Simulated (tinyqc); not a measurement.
Worked calculation: thermal stress, cracking, delamination and buckling of a thin film; Griffith cracks and misfitting inclusions. Computed by tinyqc, a small Python program that keeps every step. Command: `OMP_NUM_THREADS=1 python tinyqc.py 3009884 3009885 out.jsonl filmcrack walk`. One thread of a shared host (Intel(R) Xeon(R) Processor @ 2.30GHz), about 0.01 s of CPU time with the checks. Intermediate numbers are printed to about 6 digits and carried at full precision; extremes and crossings named in words are read from the listed rows.

Isotropic linear elasticity; the substrate is much thicker than the film; stress is positive in tension.

Inputs (values chosen for the exercise, modelled on an aluminium film on silicon): film Young's modulus E = 72.7 GPa; film Poisson ratio nu = 0.36; film expansion alpha_f = 23.6 1e-6/K; substrate expansion alpha_s = 3.2 1e-6/K; deposition temperature T_d = 575 K; final temperature T = 300 K; intrinsic stress = 65 MPa; film thickness h = 0.18 micrometre; film toughness Gamma_f = 2.46 J/m^2; interface toughness Gamma_i = 3.4 J/m^2; substrate Young's modulus E_s = 137 GPa; substrate Poisson ratio nu_s = 0.24; flaw half length a = 0.074 micrometre; substrate surface energy gamma_s = 1.3 J/m^2; inclusion radius R = 0.055 micrometre.

Inclusion: sphere.

## Stress in the film

Thermal strain = (alpha_f - alpha_s)(T_d - T); stress = E/(1 - nu) x strain + intrinsic stress; plane-strain modulus Ebar = E/(1 - nu^2); G0 = stress^2 h/(2 Ebar) is the energy freed per area when a long strip loses its stress across its width.

thermal strain = 0.00561

film stress = 702.261 MPa

Ebar = 83.5248 GPa

G0 = 0.531403 J/m^2

The film ends in tension; the thermal part is 637 MPa. Caution: at a stress above 0.4 % of E a ductile film would yield, and the elastic value is then an upper bound; a brittle film in tension cracks instead.

## Elastic mismatch

Dundurs alpha = (Ebar - Ebar_s)/(Ebar + Ebar_s), with Ebar_s = E_s/(1 - nu_s^2). The channel-crack factor is taken as g = 1.258 (1 - alpha)^(-0.7), a rough interpolation chosen for the exercise (1.258 is the value for matched materials).

Dundurs alpha = -0.270202

factor g = 1.06407

The stiffer substrate holds the crack faces and lowers the driving force.

## Channel cracks and edge delamination

Channel crack through the film: G = pi g G0, critical thickness where G = Gamma_f. Steady delamination from an edge: G = G0, critical thickness where G = Gamma_i.

driving force for channelling = 1.77641 J/m^2

critical thickness for channelling = 0.249267 micrometre

critical thickness for delamination = 1.15167 micrometre

As the film thickens, channel cracking comes first. At h the film is safe against both. Caution: plastic flow makes a ductile metal film far tougher than the brittle value used here.

## Griffith crack in the substrate

Through crack of length 2a in plane strain: K_Ic = sqrt(2 gamma_s E_s/(1 - nu_s^2)); fracture stress = K_Ic/sqrt(pi a). An edge crack of depth a has K larger by 1.1215.

toughness K_Ic = 0.614794 MPa m^0.5

fracture stress, inner crack = 1275.08 MPa

fracture stress, edge crack = 1136.94 MPa

The inner crack lowers the strength to 9.3 % of the ideal E_s/10.

## A misfitting inclusion

Film material fills a sphere of radius R in the substrate, with the misfit e = thermal strain (it wants to shrink if e > 0). Radial stress at the wall s0 = e/[(1 - 2 nu)/E + (1 + nu_s)/(2 E_s)]; inside it is uniform and hydrostatic; outside s_rr = s0 (R/r)^3, s_tt = -s_rr/2. Keep-out radius: where |s_rr| falls to 10 MPa (R if it is lower at the wall).

radial stress at the wall s0 = 669.691 MPa

mean stress inside = 669.691 MPa

keep-out radius = 0.223351 micrometre

The stress does not depend on R; its reach scales with R. Hydrostatic tension inside drives voids to form.

## Film, cylinder and sphere at the same misfit

Thermal misfit e alone, mean stress = trace/3 and largest difference of principal stresses inside. Film: E e/(1 - nu) in two directions, 0 in the third. Cylinder: s0 = (1 + nu) e/[(1 + nu)(1 - 2 nu)/E + (1 + nu_s)/E_s] twice and s_zz = E e + 2 nu s0. Sphere: e/[(1 - 2 nu)/E + (1 + nu_s)/(2 E_s)] three times.

Stresses inside (MPa):
```
shape          s1       s2       s3     mean  largest difference
film      637.261  637.261    0.000  424.841             637.261
cylinder  533.947  533.947  792.289  620.061             258.342
sphere    669.691  669.691  669.691  669.691               0.000
```

The mean stress in size is 425 MPa in the film, 620 in the cylinder and 670 in the sphere, while the largest difference, twice the largest shear stress, goes from 637 through 258 to 0. In a ductile solid shear can relax by slip and hydrostatic stress cannot, so a confined metal builds up the triaxial stress that opens voids.

Checks made by the program: fracture stress against the maximum of 4 a gamma - pi a^2 s^2/Ebar (relative difference 3e-09).
